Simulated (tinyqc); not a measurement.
Exchange-split free-electron bands and tunnelling magnetoresistance: sweeps and comparisons. A value that a table varies takes the place of the one given here.

Majority and minority bands E = c k^2/m -/+ Dx/2, c = hbar^2/2m0, so k_up = sqrt(m (EF + Dx/2)/c), k_dn = sqrt(m (EF - Dx/2)/c); n_s = k_s^3/(6 pi^2), D_s = m k_s/(4 pi^2 c).

Barrier: kappa = sqrt(mb phi/c), c = hbar^2/2m0. With a = k1/m, b = k2/m, w = kappa/mb, the transmission at normal incidence is T(k1, k2) = 4 a b w^2/[w^2 (a + b)^2 + (w^2 + a^2)(w^2 + b^2) sinh^2(kappa d)]. Parallel: G_P = T(up, up) + T(dn, dn); antiparallel: G_AP = 2 T(up, dn); TMR = (G_P - G_AP)/G_AP. Julliere: TMR = 2 P^2/(1 - P^2). Slonczewski factor: P_eff = P_k (w^2 - a_up a_dn)/(w^2 + a_up a_dn), P_k = (k_up - k_dn)/(k_up + k_dn).

Constants: hbar^2/2m0 = 3.80998211 eV angstrom^2.

Values chosen for the exercise: EF = 3.75 eV (Fermi energy above the mean band bottom); Dx = 2.21 eV (exchange splitting); m = 1.13 m0 (mass in the electrodes); mb = 0.72 m0 (mass in the barrier); d = 15.7 angstrom (barrier thickness); phi = 2.16 eV (barrier height above EF).

## Barrier height

Results:

| phi (eV) | w (1/angstrom) | P_eff | TMR (%) | G_P |
|---|---|---|---|---|
| 0.20 | 0.270 | -0.1264 | 3.23 | 0.00543 |
| 0.40 | 0.382 | -0.1058 | 2.26 | 0.000731 |
| 0.70 | 0.505 | -0.0800 | 1.29 | 6.28e-05 |
| 1.0 | 0.604 | -0.0589 | 0.70 | 7.90e-06 |
| 1.5 | 0.739 | -0.0312 | 0.19 | 4.12e-07 |
| 2.0 | 0.854 | -0.0100 | 0.02 | 3.22e-08 |
| 3.0 | 1.046 | 0.0204 | 0.08 | 4.15e-10 |
| 4.0 | 1.208 | 0.0412 | 0.34 | 1.01e-11 |
| 6.0 | 1.479 | 0.0676 | 0.92 | 1.91e-14 |
| 10 | 1.909 | 0.0947 | 1.81 | 8.72e-19 |

P_eff vanishes where w^2 = a_up a_dn, at phi = 2.28 eV, inside the table; the lowest TMR listed is 0.02 % at 2 eV. TMR is 3.2 % at the lowest barrier and 1.8 % at the highest, against 4.6 % for Julliere with P_k; P_eff tends to +P_k for very high barriers and to -P_k for very low ones. G_P falls by 15.8 decades.

## Barrier thickness

Results:

| d (angstrom) | kappa d | G_P | G_AP | TMR (%) |
|---|---|---|---|---|
| 1 | 0.639 | 1.35 | 1.33 | 1.57 |
| 2 | 1.278 | 0.526 | 0.522 | 0.61 |
| 3 | 1.917 | 0.162 | 0.162 | 0.19 |
| 4 | 2.556 | 0.0466 | 0.0465 | 0.06 |
| 6 | 3.833 | 0.00365 | 0.00365 | 0.01 |
| 8 | 5.111 | 0.000284 | 0.000284 | 0.00 |
| 10 | 6.389 | 2.20e-05 | 2.20e-05 | 0.00 |
| 13 | 8.306 | 4.77e-07 | 4.77e-07 | 0.00 |
| 16 | 10.222 | 1.03e-08 | 1.03e-08 | 0.00 |
| 20 | 12.778 | 6.22e-11 | 6.22e-11 | 0.00 |

For thick barriers each angstrom costs a factor exp(2 kappa) = 3.59 in both conductances, and TMR settles at 0.00 % (the interface factor, which vanishes at (kappa/mb)^2 = k_up k_dn/m^2, reduces it below the value from the polarisation of k alone); it is within 0.1 point of that from d = 4 angstrom on. At 1 angstrom it is 1.57 %, where the barrier is thin and the mismatch of k_up and k_dn starts to rule, as it does fully for d -> 0.

## Exchange splitting

Dx takes the listed multiples of 2 EF.

Results:

| Dx/(2 EF) | k_up | k_dn | P_k | P_eff | TMR (%) |
|---|---|---|---|---|---|
| 0.10 | 1.1061 | 1.0005 | 0.0501 | -0.0024 | 0.00 |
| 0.20 | 1.1553 | 0.9433 | 0.1010 | -0.0041 | 0.00 |
| 0.35 | 1.2254 | 0.8503 | 0.1807 | -0.0032 | 0.00 |
| 0.50 | 1.2916 | 0.7457 | 0.2679 | 0.0057 | 0.01 |
| 0.65 | 1.3547 | 0.6239 | 0.3693 | 0.0320 | 0.20 |
| 0.80 | 1.4149 | 0.4716 | 0.5000 | 0.1011 | 2.06 |
| 0.90 | 1.4537 | 0.3335 | 0.6268 | 0.2190 | 10.07 |
| 0.97 | 1.4802 | 0.1827 | 0.7803 | 0.4496 | 50.66 |

P_k rises from 0.050 to 0.780, and TMR goes from 0.00 % to 50.7 %, not steadily: its largest value is 50.66 % at 0.97 and its smallest 0.00 % at 0.1; P_eff changes sign along the table. At Dx = 2 EF the minority band is empty (a half metal) and G_AP vanishes.

## What moves the magnetoresistance

All results formed anew. Each row changes one parameter from the base and keeps the others.

Results:

| case | P_k | P_eff | TMR (%) | G_P |
|---|---|---|---|---|
| base | 0.1507 | -0.0042 | 0.00 | 1.51e-08 |
| Dx = 2.321 eV | 0.1586 | -0.0040 | 0.00 | 1.51e-08 |
| EF = 4.125 eV | 0.1364 | -0.0108 | 0.02 | 1.51e-08 |
| phi = 2.808 eV | 0.1507 | 0.0155 | 0.05 | 9.01e-10 |
| mb = 0.576 m0 | 0.1507 | 0.0126 | 0.03 | 1.25e-07 |
| d = 17.7 angstrom | 0.1507 | -0.0042 | 0.00 | 1.18e-09 |
| m = 1.356 m0 | 0.1507 | 0.0095 | 0.02 | 1.51e-08 |

The largest shifts from the base row, up to three for each result and ties (the steps differ in size, so this ranks the rows, not the parameters). P_k: EF -0.0142, Dx +0.0079; unchanged at the printed digits by phi, mb, d and m. P_eff: phi +0.0197, mb +0.0168, m +0.0137; unchanged at the printed digits by d. TMR (%): phi +0.04, mb +0.03, EF +0.02; unchanged at the printed digits by Dx and d. G_P: mb +1.10e-07, phi -1.42e-08, d -1.40e-08; unchanged at the printed digits by Dx, EF and m.

Computed by tinyqc, a small Python program: `OMP_NUM_THREADS=1 python tinyqc.py 1652480 1652481 out.jsonl` (the numbers bound the seed that draws the inputs); one thread of a shared host (Intel(R) Xeon(R) Processor @ 2.30GHz), about 0.01 s for the whole set of steps.
